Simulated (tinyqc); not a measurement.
Fully depleted semiconductor-on-insulator film with two gates, non-linear Poisson equation by Newton steps: one step of the calculation.

One dimension across the film, front interface at x = 0, back interface at x = ts. psi is counted from the intrinsic level, n = ni exp(psi/Vt) (source grounded), holes neglected, acceptors ionised. Gates act through Cox = eps0 eox/tox and Cbox = 3.9 eps0/tb with potentials G1 = Vg - (phiM - chi - Vt ln(Nc/ni)) and G2 = Vb - (phiB - chi - Vt ln(Nc/ni)). Classical Boltzmann densities, no interface charge, no depletion in the back plane.

Task. Capacitances and gate potentials. ni = sqrt(Nc Nv) exp(-Eg/(2 Vt)), Eg in volts; Cox, Cbox, G1, G2 as defined; Cs = eps0 eps_r/ts; a = eps0 eps_r/h with h = ts/7; coupling ratio of a depleted film Cs Cbox/(Cox (Cs + Cbox)).

Values chosen for this exercise; band and dielectric values close to those of silicon: temperature T = 300 K; band gap Eg = 1.14 eV; relative permittivity eps_r = 11.7; conduction-band density of states at T Nc = 2.79e19 cm^-3; valence-band density of states at T Nv = 2.64e19 cm^-3; electron affinity chi = 3.97 eV; relative permittivity of the gate insulator (close to zirconium oxide) eox = 24.6; insulator thickness tox = 9.9 nm; film thickness ts = 11 nm; buried-oxide thickness (eps_r 3.9) tb = 75 nm; work function of the front gate phiM = 4.14 eV; work function of the back plane phiB = 5.02 eV; back-gate voltage Vb = 0 V; front-gate voltage Vg = 0.35 V.

Constants: q = 1.602176634e-19 C, kB = 1.380649e-23 J/K, Vt = kB T/q, eps0 = 8.8541878128e-14 F/cm where lengths are in cm. Results are converted to the units shown.

Wanted: ni; Cox; Cbox; Cs; a; G1; G2; coupling ratio.

Result.

ni = 7.2115e9 cm^-3
Cox = 2.2001 uF/cm^2
Cbox = 0.046042 uF/cm^2
Cs = 0.94176 uF/cm^2
a = 6.5923 uF/cm^2
G1 = 0.75071 V
G2 = -0.47929 V
coupling ratio = 0.019951

Numbers from tinyqc (`OMP_NUM_THREADS=1 python tinyqc.py 2190008 2190009 out.jsonl`; about 0.3 s on one thread of a shared Intel Xeon 2.30GHz).
